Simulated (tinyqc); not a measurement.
Worked calculation: three-band tight binding of a dichalcogenide monolayer. Values are carried at full precision from step to step, so a last printed digit may differ when a step is redone from the rounded ones.

Basis dz2, dxy, dx2-y2 on a triangular lattice, nearest neighbours; alpha = kx a/2, beta = sqrt3 ky a/2. h0 = e1 + 2 t0 (cos 2alpha + 2 cos alpha cos beta); h1 = -2 sqrt3 t2 sin alpha sin beta + 2i t1 (sin 2alpha + sin alpha cos beta); h2 = 2 t2 (cos 2alpha - cos alpha cos beta) + 2i sqrt3 t1 cos alpha sin beta; h11 = e2 + 2 t11 cos 2alpha + (t11 + 3 t22) cos alpha cos beta; h22 = e2 + 2 t22 cos 2alpha + (3 t11 + t22) cos alpha cos beta; h12 = sqrt3 (t22 - t11) sin alpha sin beta + 4i t12 sin alpha (cos alpha - cos beta) + i lam sz. H = [[h0, h1, h2], [., h11, h12], [., ., h22]], Hermitian; the lowest band of each spin is filled. K = (4 pi/3a, 0), M = (pi/a, pi/(sqrt3 a)).

Inputs chosen for the exercise (near a published set for monolayer MoSe2; shifted at random, so the results belong to these values and not to a real crystal): a = 3.316 angstrom (lattice constant); e1 = 0.926 eV (level of dz2); e2 = 2.046 eV (level of dxy and dx2-y2); t0 = -0.192 eV (hopping); t1 = 0.313 eV (hopping); t2 = 0.448 eV (hopping); t11 = 0.208 eV (hopping); t12 = 0.295 eV (hopping); t22 = 0.131 eV (hopping); lam = 0.09 eV (spin-orbit constant); sz = -1 (spin); k = (0.69, 0.38) 1/angstrom (wave vector).

## H at one k

Form alpha, beta and the matrix.

alpha, beta (rad): 1.14402  1.09126

H (eV):
```
                    z2               xy            x2-y2
z2              1.0317  -1.2534+0.7347i  -0.7601+0.3982i
xy     -1.2534-0.7347i           1.8873  -0.1077-0.1409i
x2-y2  -0.7601-0.3982i  -0.1077+0.1409i           2.0180
```

## Levels and weights

Diagonalise H.

levels (eV): -0.3094  2.0768  3.1696

weights:
```
       band 1  band 2  band 3
z2      0.612   0.008   0.380
xy      0.287   0.259   0.454
x2-y2   0.101   0.733   0.166
```

## Closed forms at K and Gamma

Three-band model of dz2 (level e1) and dxy, dx2-y2 (level e2), spin sz = +/-1; t1 and t2 drop out at these points. At K: e2 - (3/2)(t11 + t22) - 3 sqrt3 t12 + lam sz (valence), e1 - 3 t0 (conduction), e2 - (3/2)(t11 + t22) + 3 sqrt3 t12 - lam sz. At Gamma: e1 + 6 t0 (valence) and e2 + 3 (t11 + t22) -/+ lam.

Levels (eV):

| point | band 1 | band 2 | band 3 |
|---|---|---|---|
| K, spin up | 0.0946 | 1.5020 | 2.9804 |
| K, spin down | -0.0854 | 1.5020 | 3.1604 |
| Gamma | -0.2260 | 2.9730 | 3.1530 |

smallest direct gap at K = 1.4074 eV
Ev(K) - Ev(Gamma) = 0.3206 eV

Of the two points, the valence band is higher at K, by 321 meV. The dz2 conduction state at K has no atomic orbital angular momentum (Lz = 0) and is not split at this order.

## Bands for both spins

The two lowest bands at the points named.

Levels (eV):

| k | v, up | c, up | v, down | c, down |
|---|---|---|---|---|
| G | -0.2260 | 2.9730 | -0.2260 | 2.9730 |
| G-K 0.25 | -0.2108 | 2.8137 | -0.2217 | 2.8455 |
| G-K 0.5 | -0.2412 | 2.6433 | -0.3011 | 2.6406 |
| G-K 0.6 | -0.2503 | 2.5037 | -0.3337 | 2.4325 |
| G-K 0.75 | -0.1680 | 2.0414 | -0.2884 | 1.9937 |
| G-K 0.9 | 0.0256 | 1.6122 | -0.1383 | 1.5985 |
| K | 0.0946 | 1.5020 | -0.0854 | 1.5020 |
| K-M 0.5 | -0.1785 | 1.8211 | -0.2890 | 1.7974 |
| M | -0.3663 | 1.8595 | -0.3663 | 1.8595 |
| M-G 0.5 | -0.2365 | 2.4529 | -0.2365 | 2.4529 |

The spins are degenerate from M to Gamma, since a vertical mirror plane holds this line and flips sz, and the valence splitting is largest at K (180 meV). The lowest conduction level listed is at K. With nearest neighbours alone the model is made for the neighbourhood of K.

## Checks

- Closed forms at K against the matrix: they agree to 1e-10 or better.

tinyqc: `OMP_NUM_THREADS=1 python tinyqc.py 1450466 1450467 out.jsonl`; about 0.02 s, one thread, shared Intel(R) Xeon(R) Processor @ 2.30GHz.
